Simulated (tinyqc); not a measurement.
Comparisons within one model: Lorentz oscillators and the Kramers-Kronig relations. A value that a table varies takes the place of the one given here.

eps(E) = 1 + sum_j S_j/(E0_j^2 - E^2 - i G_j E).

Kramers-Kronig: eps1(E) = 1 + (2/pi) P integral_0^infinity E1 eps2(E1)/(E1^2 - E^2) dE1. Maclaurin rule on the grid E_j = j h, j = 1 .. M: eps1(E_i) = 1 + (4 h/pi) sum over j with j - i odd of E_j eps2(E_j)/(E_j^2 - E_i^2); nothing is added above E_M.

n + i k = sqrt(eps1 + i eps2) with k >= 0; R = ((n - 1)^2 + k^2)/((n + 1)^2 + k^2) at normal incidence from vacuum; alpha = 2 E k/(hbar c), times 1e8 for 1/cm; loss function Im(-1/eps) = eps2/(eps1^2 + eps2^2).

Constants: hbar c = 1973.269805 eV angstrom.

Parameters, chosen for this exercise:
- E0 = (3.44, 4.25) eV (resonances)
- G = (0.94, 0.64) eV (widths)
- S = (44.9, 82.8) eV^2 (strengths)
- h = 0.25 eV (grid step)
- M = 36 (grid points E_j = j h)
- E_t = 1.9 eV (energy below the first line)
- E = 1.85 eV (photon energy)

## Numerical transform against the formula

Every third grid point is listed; the error is the transform minus the formula.

Dielectric function:
```
E (eV)    eps2  eps1 formula  eps1 transform   error
0.50     0.240         9.517           9.641   0.124
1.25     0.736        10.321          10.122  -0.199
2.00     1.832        12.259          12.425   0.166
2.75     5.942        16.364          16.063  -0.301
3.50    18.212        11.703          12.155   0.452
4.25    33.717        -4.107          -4.013   0.095
5.00     5.619       -11.866         -12.279  -0.413
5.75     1.783        -6.193          -6.055   0.138
6.50     0.857        -3.744          -3.917  -0.173
7.25     0.496        -2.430          -2.405   0.025
8.00     0.320        -1.624          -1.769  -0.145
8.75     0.221        -1.085          -1.137  -0.052
```

What can be read from the table?

The largest error listed is +0.452 at 3.50 eV. The rule samples every 2h = 0.5 eV and the narrowest line is 0.64 eV wide, so it is barely resolved. The grid ends at 9 eV, where eps2 is still 0.198; the error at the last point listed, nearest the missing tail, is -0.052.

## How far the spectrum must be known

The integrals are done by adaptive quadrature and cut at E_cut. f-sum share: (2/pi) integral of E eps2 over sum S. Static share: (2/pi) integral of eps2/E over eps(0) - 1.

Cut integrals:
```
E_cut (eV)  eps1(E_t)  f-sum share  static share
3.4             4.992        0.158         0.352
4.7            10.957        0.752         0.901
6.4            11.760        0.898         0.984
8.5            11.858        0.935         0.995
12.8           11.892        0.960         0.999
21.2           11.901        0.977         1.000
```

eps1(E_t) from the formula = 11.903

What can be read from the table?

Cut at 4.7 eV, just above the last line, eps1(E_t) lacks 0.946; cut at 21.2 eV it lacks 0.002. At 6.4 eV the static sum has reached 0.984 and the f-sum only 0.898: the f-sum weights eps2 by E and the static sum by 1/E, so the f-sum needs the far tail.

## Optical constants across the spectrum

Spectrum:
```
E (eV)     eps1    eps2      n      k      R   loss
0.64      9.607   0.315  3.100  0.051  0.262  0.003
1.51     10.825   1.003  3.294  0.152  0.286  0.008
2.38     14.011   3.141  3.766  0.417  0.342  0.015
3.25     16.464  15.371  4.415  1.741  0.454  0.030
4.11      7.085  30.558  4.385  3.484  0.574  0.031
4.98    -12.105   5.856  0.819  3.574  0.796  0.032
5.85     -5.754   1.591  0.329  2.421  0.828  0.045
6.72     -3.281   0.720  0.197  1.822  0.834  0.064
7.59     -2.020   0.403  0.141  1.428  0.831  0.095
8.46     -1.270   0.253  0.112  1.133  0.822  0.151
9.33     -0.780   0.172  0.097  0.889  0.806  0.269
10.20    -0.439   0.123  0.092  0.669  0.776  0.590
```

What can be read from the table?

Among the energies listed the largest values are at (eV): eps2 4.11; n 3.25; k 4.98; R 6.72; loss 10.20 (last row, still rising). eps1 crosses zero at 4.20 and 11.96 eV; the last crossing is upward and marks the plasmon, against sqrt(sum S) = 11.30 eV for free electrons.

## What each oscillator parameter does

At the energy E. Each row changes one parameter from the base and keeps the others.

Results:
```
case                      eps1   eps2      n      k      R
base                    11.738  1.513  3.433  0.220  0.303
E0 = (3.44, 4.463) eV   11.113  1.417  3.340  0.212  0.292
G = (0.94, 0.96) eV     11.693  1.735  3.429  0.253  0.303
S = (44.9, 99.36) eV^2  12.862  1.604  3.593  0.223  0.320
E = 1.943 eV            12.051  1.702  3.480  0.244  0.309
```

What can be read from the table?

The largest shifts from the base row, up to three for each result and ties (the steps differ in size, so this ranks the rows, not the parameters). eps1: S +1.124, E0 -0.625, E +0.313. eps2: G +0.222, E +0.189, E0 -0.096. n: S +0.160, E0 -0.093, E +0.047. k: G +0.033, E +0.024, E0 -0.008. R: S +0.017, E0 -0.011, E +0.006; unchanged at the printed digits by G.

(tinyqc, `OMP_NUM_THREADS=1 python tinyqc.py 1680966 1680967 out.jsonl`, Intel(R) Xeon(R) Processor @ 2.30GHz, 1 thread, shared host, about 0.2 s.)
